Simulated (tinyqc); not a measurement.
BCS gap equation with a constant attraction inside the Debye window: one step, computed by the program tinyqc. Command: `OMP_NUM_THREADS=1 python tinyqc.py 3023520 3023521 out.jsonl bcs walk`. One thread of a shared host (Intel(R) Xeon(R) Processor @ 2.30GHz), about 0.01 s of CPU time with the checks.

Pairs attract with strength V for |xi| < k_B Theta; N(0) is the density of states for one spin. Energies are given as temperatures (E/k_B, in K) unless marked.

Question. Critical temperature. Gap equation: 1/(N(0)V) = I(Delta, T) = int_0^Theta tanh(E/2T)/E d xi, E = sqrt(xi^2 + Delta^2); 64 Gauss-Legendre points in y with xi = max(Delta, T) sinh(y). T_c solves I(0, T_c) = 1/(N(0)V); the weak-coupling form is T_c = (2 e^C/pi) Theta exp(-1/(N(0)V)) with Euler's C = 0.5772157, and 2 Delta_0/T_c then tends to 2 pi e^-C = 3.528.

Inputs (values chosen for the exercise, modelled on lead): coupling N(0)V = 0.369; Debye temperature Theta = 95.7 K.

Solver: bisection.

Delta_0 = 12.79143 K

Give: T_c; weak-coupling T_c; 2 Delta_0/T_c.

Answer.

T_c = 7.220 K

weak-coupling T_c = 7.220 K

2 Delta_0/T_c = 3.543

T_c/Theta = 0.0754; the ratio lies +0.44 % from 3.528. Within this model the ratio cannot pass 4; larger values in real metals come from retardation, which it leaves out. Caution: at this coupling retardation and damping of the phonon exchange (Eliashberg theory) matter.
